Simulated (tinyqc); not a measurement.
Thin film between two gates, subbands and threshold shift from confinement: one step of the calculation.

Undoped body with a flat potential across it, hard walls, transport along x. Three valley pairs (g = 2 each) with the longitudinal mass along x, y or z. Non-parabolicity enters the subband edges through E (1 + al E) = gamma, so E = 2 gamma/(1 + sqrt(1 + 4 al gamma)); motion within a subband is taken as parabolic with the band-edge mass. Energies are counted from the bulk band edge.

Question. Lowest subbands. gamma = C (pi k/(t + dl))^2/mz, C = hbar^2/(2 m0). List the 6 lowest, labelled by valley axis and quantum numbers, with degeneracy g and N_k: N_k = g sqrt(mx my) m0 kB T/(pi hbar^2).

Inputs (values chosen for the exercise); masses close to those of silicon:
- T = 77 K (temperature)
- ml = 0.908 m0 (longitudinal mass)
- mt = 0.191 m0 (transverse mass)
- al = 0.5 1/eV (non-parabolicity)
- t = 8.1 nm (film thickness (along z))
- dl = 0 nm (widening of the box by penetration into the insulator)

Constants: q = 1.602176634e-19 C, kB = 1.380649e-23 J/K, hbar = 1.054571817e-34 J s, m0 = 9.1093837015e-31 kg, Vt = kB T/q, hbar^2/(2 m0) = 0.0380998212 eV nm^2. Results are converted to the units shown.

Give: E_k; g; N_k.

Answer.

```
subband	E_k (eV)	g	N_k (cm^-2)
z1	0.006292	2	1.059e12
z2	0.02494	2	1.059e12
x1	0.02957	2	2.309e12
y1	0.02957	2	2.309e12
z3	0.05528	2	1.059e12
z4	0.09635	2	1.059e12
```

Numbers from tinyqc (`OMP_NUM_THREADS=1 python tinyqc.py 2350018 2350019 out.jsonl`; about 0.06 s on one thread of a shared Intel Xeon 2.30GHz).
